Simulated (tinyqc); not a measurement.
# Depth and level of a trap from the time ratio

Problem. For an oxide trap tc/te = exp(E/Vt) with E = E0 - dpsi - (xt/tox)(Vg - VT - dpsi), dpsi being the rise of the surface potential above its value at threshold. Find xt and E0, and the depth that would be read if dpsi were ignored.

Parameters, values chosen for the exercise: temperature T = 300 K; insulator thickness tox = 3.3 nm.

Constants: q = 1.602176634e-19 C, kB = 1.380649e-23 J/K, Vt = kB T/q. Results are converted to the units shown.

Vg - VT (V): 0.44  0.59
tc/te: 2.6207329  0.13307217
dpsi (V): 0.081062469  0.089448156

Solution. E + dpsi is a straight line in the oxide voltage Vg - VT - dpsi with slope -xt/tox and intercept E0. Ignoring dpsi assigns the motion of the bands to the trap and overstates its depth.

xt = 1.600 nm
E0 = 0.2800 eV
depth read without dpsi = 1.695 nm

tinyqc, about 0.01 s, one thread, Intel Xeon 2.30GHz (shared host): `OMP_NUM_THREADS=1 python tinyqc.py 2710032 2710033 out.jsonl`
